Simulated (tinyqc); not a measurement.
Strained quantum well: band edges, subbands and transparency: sweeps and comparisons. A value that a table varies takes the place of the one given here.

Growth on (001), barriers unstrained: tr(e) = e (2 - nu2), Z = b e (1 + nu2); Ec = Ev + Eg + ac tr(e), E_HH = Ev + av tr(e) + Z, E_LH = Ev + av tr(e) - Z (coupling to the split-off band left out).

Masses along z: me, 1/(g1 - 2 g2) for HH, 1/(g1 + 2 g2) for LH, likewise in the barrier; in the plane me, 1/(g1 + g2) for HH and 1/(g1 - g2) for LH (no mixing, which understates the hole masses away from k = 0). Level n solves k L + 2 atan[(k/m)/(kappa/mb)] = n pi, k = sqrt(m E/c), kappa = sqrt(mb (V - E)/c), c = hbar^2/2m0.

Transparency (Bernard-Duraffourg): Fc - Fv equals the lowest transition energy with n = p, n = sum m/(2 pi c) kB T ln(1 + exp((Fc - E)/kB T)) and p likewise over the listed subbands; c = hbar^2/2m0, 1/angstrom^2 = 1e16/cm^2.

Constants: hbar^2/2m0 = 3.80998211 eV angstrom^2; kB = 8.617333262e-05 eV/K; hc = 1239.841984 eV nm.

Parameters, chosen for this exercise (near those of an InGaAs/InP well; not measured data):
- nu2 = 0.991 (2 C12/C11)
- Eg = 0.768 eV (unstrained gap of the well)
- Ev = -0.602 eV (its valence edge)
- ac = -6.15 eV
- av = 1.08 eV (Ev moves by av tr(e))
- b = -1.9 eV (shear potential)
- Egb = 1.35 eV (gap of the barrier)
- Evb = -0.94 eV (its valence edge)
- L = 76 angstrom (well width)
- me = 0.0447 m0 (electron mass)
- g1 = 13.36 (gamma1)
- g2 = 5.22 (gamma2)
- meb = 0.08 m0
- g1b = 5.08
- g2b = 1.6
- T = 300 K (temperature)
- es = (-0.02, -0.014, -0.008, -0.003, 0, 0.003, 0.007, 0.012) (strains)
- e = 0.0032 (strain in the plane)
- Ls = (25, 35, 50, 65, 85, 110, 150) angstrom (widths)

## Strain as a design knob

Only the strain is changed; the unstrained gap and the masses are kept.

Results:
```
e (%)  wavelength (nm)  top hole  hh1 - lh1 (meV)  n_tr (1e12/cm^2)  share in top
-2.0              1391       hh1              185             0.411          0.79
-1.4              1416       hh1              142             0.418          0.78
-0.8              1444       hh1               99             0.424          0.75
-0.3              1469       hh1               63             0.449          0.65
0.0               1485       hh1               41             0.486          0.55
0.3               1501       hh1               19             0.552          0.41
0.7               1542       lh1              -10             0.613          0.72
1.2               1648       lh1              -46             0.558          0.90
```

n_tr is largest at e = +0.7 % (0.61), where hh1 - lh1 = -10 meV and the top subband holds 72 % of the holes, and smallest, 0.41, at -2.0 %. The top hole level turns from hh to lh, and the light from TE to TM, between +0.3 and +0.7 %. The wavelength runs from 1391 to 1648 nm.

## Width of the well

All levels anew.

Results:
```
L (angstrom)  wavelength (nm)  top hole  hh1 - lh1 (meV)  n_tr (1e12/cm^2)  share in top  n_tr/L (1e18/cm^3)
25                       1256       hh1               77             0.393          0.87                1.57
35                       1339       hh1               60             0.415          0.77                1.18
50                       1421       hh1               40             0.464          0.60                0.93
65                       1474       hh1               25             0.519          0.47                0.80
85                       1520       hh1               13             0.587          0.35                0.69
110                      1554       hh1                3             0.667          0.27                0.61
150                      1598       lh1               -7             0.740          0.55                0.49
```

The wavelength tunes by 342 nm. The sheet density at transparency changes from 0.39 to 0.74, the top hole subband holding 0.87 and 0.55 of the holes at the ends, while the volume density falls by a factor 3.2. Critical thickness and carrier escape are left out.

## What each parameter does

Edge wavelength, hh1 - lh1 and n_tr. Each row changes one parameter from the base and keeps the others.

Results:
```
case             wavelength (nm)  hh1 - lh1 (meV)  n_tr (1e12/cm^2)
base                      1502.0             17.8             0.557
L = 68 angstrom           1482.7             23.2             0.530
e = 0.0012                1491.1             32.3             0.509
Eg = 0.748 eV             1536.4             17.8             0.557
b = -2.18 eV              1498.8             14.4             0.571
ac = -5.54 eV             1498.7             17.8             0.557
me = 0.0492 m0            1505.2             17.8             0.590
g1 = 14.16                1497.8             16.1             0.543
T = 340 K                 1502.0             17.8             0.649
```

The largest shifts from the base row, up to three for each result and ties (the steps differ in size, so this ranks the rows, not the parameters). wavelength (nm): Eg +34.4, L -19.3, e -10.9; unchanged at the printed digits by T. hh1 - lh1 (meV): e +14.5, L +5.4, b -3.5; unchanged at the printed digits by Eg, ac, me and T. n_tr (1e12/cm^2): T +0.091, e -0.049, me +0.033; unchanged at the printed digits by Eg and ac.

Program tinyqc; command `OMP_NUM_THREADS=1 python tinyqc.py 1251230 1251231 out.jsonl`; about 0.01 s on one thread of a shared Intel(R) Xeon(R) Processor @ 2.30GHz.
